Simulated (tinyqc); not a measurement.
Stretching all distances: RHF, UHF, MP2, CISD and CCSD against full CI in the 6-31g basis, for H2, spin multiplicity 1. Computed by the program tinyqc with PySCF. All coordinates are multiplied by the scale. c0^2 is the weight of the RHF determinant in the lowest singlet FCI state (UHF is spin-contaminated and may lie near states of higher spin) and n(LUMO) the first natural occupation beyond the occupied space.

Geometry (angstrom):

| atom | x | y | z |
|---|---|---|---|
| H | 0.0000 | 0.0000 | 0.0000 |
| H | 0.0000 | 0.0000 | 0.6430 |

Full CI energy (hartree) and errors against it (kcal/mol):

| scale | distance 1-2 (angstrom) | E(FCI) | RHF | UHF | MP2 | CISD | CCSD | <S^2> UHF | c0^2 | n(LUMO) |
|---|---|---|---|---|---|---|---|---|---|---|
| 0.880 | 0.566 | -1.11880 | 13.312 | 13.312 | 3.627 | 0.000 | 0.000 | 0.000 | 0.990 | 0.013 |
| 1.070 | 0.688 | -1.14918 | 14.919 | 14.919 | 4.367 | 0.000 | 0.000 | 0.000 | 0.987 | 0.020 |
| 1.250 | 0.804 | -1.14980 | 16.570 | 16.570 | 5.227 | 0.000 | 0.000 | 0.000 | 0.983 | 0.029 |
| 1.440 | 0.926 | -1.13730 | 18.612 | 18.612 | 6.391 | 0.000 | 0.000 | 0.000 | 0.977 | 0.042 |
| 1.630 | 1.048 | -1.11942 | 21.105 | 21.105 | 7.893 | 0.000 | 0.000 | 0.000 | 0.968 | 0.061 |
| 1.810 | 1.164 | -1.10122 | 23.984 | 23.984 | 9.676 | 0.000 | 0.000 | 0.000 | 0.956 | 0.084 |
| 2.000 | 1.286 | -1.08264 | 27.639 | 25.999 | 11.972 | 0.000 | 0.000 | 0.244 | 0.941 | 0.115 |

What does the comparison show, and why?

UHF parts from RHF first at scale 2 of those listed, where <S^2> leaves zero. The weight c0^2 goes from 0.99 to 0.94 and n(LUMO) from 0.01 to 0.12: one determinant still serves, as it does when a bond breaks into closed-shell fragments or is not yet far stretched. The spread of the error along the curve, which distorts its shape, is CISD 0.0, CCSD 0.0, MP2 8.3, UHF 12.7, RHF 14.3 kcal/mol. With two electrons CISD and CCSD are exact.
